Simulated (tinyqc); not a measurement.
# Junction parameters from two forward currents

Problem. D(v) = J1 (exp(v/Vt) - 1) + J2 (exp(v/(2 Vt)) - 1). Find J1, J2 and the voltage 2 Vt ln(J2/J1) near which both parts are equal.

Inputs (values chosen for the exercise):
```
symbol,value,unit,meaning
T,300,K,temperature
```

Constants: q = 1.602176634e-19 C, kB = 1.380649e-23 J/K, Vt = kB T/q. Results are converted to the units shown.

junction voltages (V): 0.31  0.61
currents (uA/um): 1.2743928e-5  0.039487669

Solution. The current is linear in J1 and J2, so two points give two equations.

J1 = 2.00e-12 uA/um
J2 = 3.10e-8 uA/um
crossover = 0.499 V

Numbers from tinyqc (`OMP_NUM_THREADS=1 python tinyqc.py 2182092 2182093 out.jsonl`; about 0.2 s on one thread of a shared Intel Xeon 2.30GHz).
